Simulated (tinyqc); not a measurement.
# Field, mass and barrier from the scaled variables

Question. A barrier edge falls as U0 - F x over a width d with F = V/d. With e = (C F^2/m1)^(1/3), C = hbar^2/(2 m0), the Airy arguments at its edges are z1 = (U0 - E)/e and z2 = (U0 - V - E)/e. Find e, m1 and U0.

Parameters, values chosen for the exercise:
- E = 0.957 eV (electron energy)
- d = 5.5 nm (barrier width)
- V = 1.5 V (voltage across the barrier)

Constants: q = 1.602176634e-19 C, hbar = 1.054571817e-34 J s, m0 = 9.1093837015e-31 kg, hbar^2/(2 m0) = 0.0380998212 eV nm^2. Results are converted to the units shown.

z1 and z2: [2.1771174, -2.9016945]

Answer. z1 - z2 = V/e gives e, its definition gives m1, and U0 = E + z1 e.

e = 0.295 eV
m1 = 0.110 m0
U0 = 1.60 eV

Computed by the program tinyqc: `OMP_NUM_THREADS=1 python tinyqc.py 2580004 2580005 out.jsonl`, one thread of a shared Intel Xeon 2.30GHz, about 0.01 s for the whole run.
